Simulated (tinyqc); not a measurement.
Ionisation and resistivity against doping: donors with valley-orbit split 1s states.

Each donor binds at most one electron, in any of its states. For a site s, W_s = sum over its states of g exp(E/kT), and the ionised share is 1/(1 + W_s exp(eta)), eta = (EF - Ec)/kT; n = Nc F_1/2(eta); neutrality n + NA = ND x (mean ionised share); holes are neglected. Nc from N = 2 (m kB T/(4 pi c))^(3/2) with c = hbar^2/2m0, in 1/angstrom^3; times 1e24 for 1/cm^3, m = md. F_j(eta) = (1/Gamma(j + 1)) integral_0^infinity x^j dx/(1 + exp(x - eta)), which tends to exp(eta) for eta << 0.

Mobility (Caughey-Thomas form): mu = mu0 + (mu1 (T/300)^(-ga) - mu0)/(1 + ((ND + NA)/Nr)^de); rho = 1/(e n mu), e = 1.602176634e-19 C.

Constants: hbar^2/2m0 = 3.80998211 eV angstrom^2; kB = 8.617333262e-05 eV/K.

Values chosen for the exercise (near those of P in Si; the results hold for these values, not for the real material): md = 1.087 m0 (density-of-states mass of the conduction band); E = (43.8, 31.9, 31.4) meV (binding energies of 1s(A1), 1s(T2), 1s(E)); g = (2, 6, 4) (their degeneracies with spin); T = 200 K; mu0 = 67 cm^2/(V s) (mobility at heavy doping); mu1 = 1451 cm^2/(V s) (mobility at light doping and 300 K); Nr = 1.1e+17 1/cm^3 (reference doping); de = 0.72 (doping exponent); ga = 2.3 (temperature exponent).

NA = 0.

Results:

| ND (1/cm^3) | n (1/cm^3) | n/ND | mu (cm^2/(V s)) | rho (ohm cm) | rho at full ionisation |
|---|---|---|---|---|---|
| 1.0e+14 | 9.99e+13 | 0.999 | 3664 | 17.0 | 17.0 |
| 1.0e+15 | 9.94e+14 | 0.994 | 3568 | 1.76 | 1.75 |
| 1.0e+16 | 9.49e+15 | 0.949 | 3140 | 0.210 | 0.199 |
| 3.0e+16 | 2.61e+16 | 0.870 | 2667 | 0.0896 | 0.0780 |
| 3.0e+17 | 1.58e+17 | 0.526 | 1250 | 0.0317 | 0.0166 |
| 1.0e+18 | 3.39e+17 | 0.339 | 681 | 0.0270 | 0.00917 |
| 2.0e+18 | 5.08e+17 | 0.254 | 466 | 0.0263 | 0.00670 |

Give the missing row, ND (1/cm^3) = 1.0e+17.

Computed row:
```
ND (1/cm^3)  n (1/cm^3)   n/ND  mu (cm^2/(V s))  rho (ohm cm)  rho at full ionisation
1.0e+17        7.11e+16  0.711             1939        0.0453                  0.0322
```

From 1e16 to 1e18 1/cm^3 rho falls by a factor 7.75, not 100: the mobility takes a factor 4.61 and incomplete ionisation 2.80. n/ND is below 0.9 from 3e+16 1/cm^3 on. From a few times 1e18 1/cm^3 on, depending on the dopant, the levels merge with the band, and already below that screening lowers the binding energy, so the last rows understate n.

Run: tinyqc, `OMP_NUM_THREADS=1 python tinyqc.py 1682101 1682102 out.jsonl`; Intel(R) Xeon(R) Processor @ 2.30GHz, one thread, shared host; about 0.01 s of CPU time with all checks.
